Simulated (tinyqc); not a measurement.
Thermal and gravitational stress in a wafer during furnace and rapid thermal processing, and the onset of slip: one step, computed by the program tinyqc.

A thin free disc in plane stress, isotropic; T(r) = T_centre + dT (r/R)^n with n = 2. Stress is positive in tension; sigma_SB = 5.670374419e-8 W/(m^2 K^4), g = 9.80665 m/s^2.

Question. Slip criterion. With x = r/R: s_rr = alpha E dT (1 - x^n)/(n + 2), s_tt = alpha E dT [1 - (n + 1) x^n]/(n + 2). Critical resolved stress tau_c = A exp(U/(k_B T)), a form chosen for the exercise; slip when 0.492799 |s_tt(R)| > tau_c; allowed |dT| = tau_c (n + 2)/(0.492799 n alpha E).

Inputs (values chosen for the exercise, for a model wafer):

| quantity | value | unit |
|---|---|---|
| Young's modulus E | 148 | GPa |
| expansion alpha | 4.38 | 1e-6/K |
| edge less centre temperature dT | -38 | K |
| temperature T | 1050 | K |
| prefactor A of the critical stress | 0.00058 | MPa |
| energy U of the critical stress | 0.982 | eV |

Temperature profile: parabolic.

hoop stress at the edge = 12.31656 MPa

Constants: k_B = 8.617333262e-05 eV/K.

Give: critical stress tau_c; resolved over critical stress; allowed |dT|.

Answer.

critical stress tau_c = 29.979 MPa

resolved over critical stress = 0.20246

allowed |dT| = 187.69 K

No slip; the margin is a factor 4.9.
